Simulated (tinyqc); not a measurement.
## p-n diode, drift-diffusion by the Gummel loop with Scharfetter-Gummel fluxes: current against voltage in the dark

Abrupt junction at x = 0, p side from -Lp, n side to Ln, ohmic contacts. psi is counted from the intrinsic level; n = ni exp((psi - phin)/Vt), p = ni exp((phip - psi)/Vt). Contacts: p side psi = V - Vt ln(Na/ni), p = Na, n = ni^2/Na; n side psi = Vt ln(Nd/ni), n = Nd, p = ni^2/Nd. Constant mobilities, D = mu Vt, Boltzmann statistics, SRH recombination through a mid-gap level, U = (n p - ni^2)/(tp (n + ni) + tn (p + ni)). Current is positive from the p contact to the n contact.

ni = sqrt(Nc Nv) exp(-Eg/(2 Vt)), Eg in volts. Poisson and both continuity equations are solved self-consistently with Scharfetter-Gummel fluxes on a graded mesh of 500 nodes. J_scr is q times the integral of U between -xp and xn. Ideal diffusion current J_id = q ni^2 [Dn coth(wp/Le)/(Le Na) + Dp coth(wn/Lh)/(Lh Nd)] (exp(V/Vt) - 1), Le = sqrt(Dn tn), Lh = sqrt(Dp tp), wp = Lp - xp, wn = Ln - xn, with xp and xn from the depletion approximation (W = sqrt(2 eps0 eps_r (Vbi - V)(1/Na + 1/Nd)/q), xp = W Nd/(Na + Nd), xn = W Na/(Na + Nd), Vbi = Vt ln(Na Nd/ni^2)). Ideality factor = 0.004 V/(Vt ln[J(V + 0.004 V)/J(V)]). Here G = 0.

Inputs (values chosen for the exercise); band and dielectric values those of a made-up semiconductor: temperature T = 350 K; band gap Eg = 0.876 eV; relative permittivity eps_r = 12.5; conduction-band density of states at T Nc = 2.27e17 cm^-3; valence-band density of states at T Nv = 7.69e18 cm^-3; acceptor density of the p side Na = 7.7e17 cm^-3; donor density of the n side Nd = 5.7e16 cm^-3; electron mobility mun = 3100 cm^2/(V s); hole mobility mup = 140 cm^2/(V s); SRH lifetime of electrons tn = 2e-8 s; SRH lifetime of holes tp = 1e-7 s; length of the p side Lp = 0.42 um; length of the n side Ln = 7 um; uniform generation rate G = 0 cm^-3 s^-1.

Constants: q = 1.602176634e-19 C, kB = 1.380649e-23 J/K, Vt = kB T/q, eps0 = 8.8541878128e-14 F/cm where lengths are in cm. Results are converted to the units shown.

Result of one run:
```
J (A/cm^2)	ideality factor	J_scr/J (%)	J_id (A/cm^2)	share recombining at the contacts (%)	larger minority/doping at -xp and xn
4.61	1.01	0.325	4.62	97.8	0.00403
```

Which bias of the p contact V gave this result: 0.15, 0.21, 0.27, 0.51 or 0.57 V?

V = 0.51 V.

The whole series:
```
V (V)	J (A/cm^2)	ideality factor	J_scr/J (%)	J_id (A/cm^2)	share recombining at the contacts (%)	larger minority/doping at -xp and xn
0.15	4.93e-5	1.19	38.6	3.03e-5	60.2	2.95e-8
0.21	2.80e-4	1.10	20.6	2.22e-4	77.9	2.14e-7
0.27	0.00179	1.04	9.53	0.00162	88.8	1.55e-6
0.33	0.0124	1.02	4.11	0.0119	94.1	1.12e-5
0.39	0.0881	1.01	1.74	0.0866	96.4	8.03e-5
0.45	0.636	1.00	0.746	0.633	97.4	5.73e-4
0.51	4.61	1.01	0.325	4.62	97.8	0.00403
0.57	32.8	1.03	0.143	33.7	98.0	0.0266
0.63	209	1.16	0.0626	246	98.2	0.143
```

J rises from 4.93e-5 to 209 A/cm^2; the ideality factor goes from 1.19 through a minimum of 1.00 (at V = 0.45 V among the rows listed) to 1.16. Recombination in the depleted layer stays under half of the current. Where the factor is lowest (V = 0.45 V), J is 0.54 % above the ideal diffusion current. From V = 0.63 V on the minority density at an edge of the layer exceeds a tenth of the doping, and in the last row J is 15 % below the ideal value.

Numbers from tinyqc (`OMP_NUM_THREADS=1 python tinyqc.py 2240052 2240053 out.jsonl`; about 0.2 s on one thread of a shared Intel Xeon 2.30GHz).
